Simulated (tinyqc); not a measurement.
# Changing the mean atomic mass M

Model: estimate of lattice thermal conductivity from elastic moduli (Slack, Klemens and Cahill formulas). Computed by tinyqc, a small Python program. Command: `OMP_NUM_THREADS=1 python tinyqc.py 3002123 3002124 out.jsonl slack sweep`. One thread of a shared host (Intel(R) Xeon(R) Processor @ 2.30GHz), about 0.01 s of CPU time with the checks.

An isotropic solid.

Inputs (values chosen for the exercise, for a model crystal): bulk modulus B = 339 GPa; shear modulus G = 230 GPa; volume per atom V = 35.8 angstrom^3; atoms per primitive cell n = 1; temperature T = 300 K; disorder parameter Gamma = 0.0014; grain size d = 3800 nm.

Grueneisen parameter: from the Poisson ratio.

Constants: u = 1.6605390666e-27 kg; hbar = 1.054571817e-34 J s; k_B = 1.380649e-23 J/K; h = 6.62607015e-34 J s.

Method:
- rho = M/V; vL = sqrt((B + 4G/3)/rho), vT = sqrt(G/rho); v_m = [(vL^-3 + 2 vT^-3)/3]^(-1/3); Poisson ratio sigma = (3B - 2G)/(6B + 2G); Theta = hbar v_m (6 pi^2/V)^(1/3)/k_B.
- Empirical rule gamma = (3/2) (1 + sigma)/(2 - 3 sigma).
- Slack, an estimate for T near or above Theta_a: kappa = A M Theta_a^3 delta n^(1/3)/(gamma^2 T) in W/(m K), with M in u, delta = V^(1/3) in angstrom, Theta_a = Theta n^(-1/3) and A = 2.43e-6/(1 - 0.514/gamma + 0.228/gamma^2).
- High-temperature forms with the classical heat capacity. Klemens: kappa/kappa_0 = arctan(u)/u, u^2 = pi^2 Theta V Gamma kappa_0/(h v_m^2). Grains: 1/kappa_poly = 1/kappa + 1/(C v_m d/3), C = 3 k_B/(n V), the acoustic branches alone.
- Cahill minimum: kappa_min = (pi/6)^(1/3) k_B V^(-2/3) sum over L, T, T of v (T/Theta_i)^2 int_0^(Theta_i/T) x^3 e^x/(e^x - 1)^2 dx, Theta_i = Theta v_i/v_m (64 Gauss-Legendre points).
- Its high-temperature limit is (1/2) (pi/6)^(1/3) k_B V^(-2/3) (vL + 2 vT).

One run for each value; columns: (1) mean atomic mass M (u); (2) kappa of the perfect crystal (W/(m K)); (3) Debye temperature Theta (K); (4) kappa_min (W/(m K)); (5) kappa with point defects (W/(m K)):
```
(1)   (2)   (3)    (4)   (5)
10   2071  2226  0.890  1021
15   1691  1818  1.007   833
24   1337  1437  1.098   659
36   1092  1173  1.125   538
55    883   949  1.099   435
85    710   764  1.024   350
130   574   617  0.920   283
200   463   498  0.801   228
```

What does the table show, and why?

Over the rows, kappa of the perfect crystal (W/(m K)) falls from 2070 to 463 (exponent d ln y / d ln x about -0.50 throughout); Debye temperature Theta (K) falls from 2230 to 498 (exponent d ln y / d ln x about -0.50 throughout); kappa_min (W/(m K)) goes from 0.890 through a maximum among these rows, 1.13 at 36.0, to 0.801. The exponent of kappa of the perfect crystal stays at -0.50: M Theta^3 scales as M^(-1/2) at fixed moduli. The exponent of Debye temperature Theta stays at -0.50: velocities scale as rho^(-1/2). At fixed moduli and volume a heavier crystal has slower sound: every velocity and Theta go as M^(-1/2), and so does kappa_min once T is well above Theta.

Caution (all rows): T lies below Theta_a, where umklapp processes begin to freeze out and the Slack formula can fall short.

Extremes, crossings and ranges named in words are read from the listed rows.
